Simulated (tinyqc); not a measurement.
Inside a calculation: overlap of hydrogenic dopants: pairs, impurity band and the Mott density. Values are carried at full precision from step to step, so a last printed digit may differ when a step is redone from the rounded ones.

Ry* = Ry m/eps^2, aB = a0 eps/m. For 1s orbitals a distance rho = R/aB apart, in Ry*: overlap S = exp(-rho)(1 + rho + rho^2/3), J = (2/rho)(1 - (1 + rho) exp(-2 rho)) (attraction to the other ion), Kx = 2 (1 + rho) exp(-rho) (exchange of one electron). One electron on a pair has E = -1 - (J +/- Kx)/(1 +/- S), without the repulsion 2/rho of the ions. Hopping after orthogonalisation: t = (Kx - S J)/(1 - S^2), half the splitting. Dopants on a lattice with z neighbours, n = 1/R^3 (simple cubic), give a band of width B = 2 z t, as on any lattice of two interpenetrating sublattices. Valleys, central cells and disorder are left out.

Constants: Ry = 13.60569312 eV; a0 (Bohr radius) = 0.5291772105 angstrom; hbar = 6.58211957e-16 eV s.

Parameters, chosen for this exercise (an isotropic mass and dielectric constant of the size used for donors in Si; shifted at random, so the results belong to these values and not to a real crystal):
- m = 0.303 m0 (mass)
- eps = 12 (dielectric constant)
- N = 0.015 1/aB^3 (dopant density)
- rho = 2.2 aB (distance of a pair)
- u = 0.945 Ry* (cost of a second electron on one dopant)
- z = 6 (neighbours in the dopant lattice)

## Scales

Form Ry*, aB, and the density N in 1/cm^3 (1/angstrom^3 = 1e24/cm^3).

Ry* = 28.629 meV
aB = 20.958 angstrom
density = 1.630e+18 1/cm^3

## A pair with one electron

Form S, J, Kx, the two levels, t, and the total energy of the lower state with the repulsion, relative to a distant pair (-1).

S, J, Kx: 0.53333  0.87338  0.70914

levels (Ry*): even -2.03208, odd -1.35193

t = 0.34007 Ry*
energy of the pair against a distant one (negative: bound) = -0.12298 Ry*

In this host the pair is 4.6 nm long and its splitting 2t is 19.47 meV.

## The pair with two electrons (two-site Hubbard model)

t is the hopping between the two dopants. Singlet at (u - sqrt(u^2 + 16 t^2))/2 below the triplet at 0; estimate 4 t^2/u; weight of double occupancy (1 - u/sqrt(u^2 + 16 t^2))/2; swap time pi hbar/Jx with Jx the splitting in eV. t and u are in units of Ry*.

singlet-triplet splitting (meV): exact 10.18, 4 t^2/u 14.01

double occupancy = 0.2147
swap time = 0.203 ps

The estimate is 37.6 % too high at 4t/u = 1.44.

## The impurity band at this density

Form R/aB, t, B = 2 z t and N^(1/3) aB. Two estimates of the gap between the Hubbard bands: u - B (rigid bands, closing at B = u) and the Hubbard-III rule, which closes at B = (2/sqrt3) u; give B/u.

R/aB = 4.0548
t = 0.08827 Ry*

B: in Ry* 1.059, in meV 30.325

N^(1/3) aB = 0.2466
B/u = 1.121

The two rules disagree here: the density lies at the transition. Mott's screening rule, N^(1/3) aB = 0.26, puts this density on the insulating side, so the criteria differ.

## Checks

- Overlap S against numerical integration in elliptic coordinates: both 0.53333.

(tinyqc, `OMP_NUM_THREADS=1 python tinyqc.py 1480418 1480419 out.jsonl`, Intel(R) Xeon(R) Processor @ 2.30GHz, 1 thread, shared host, about 0.01 s.)
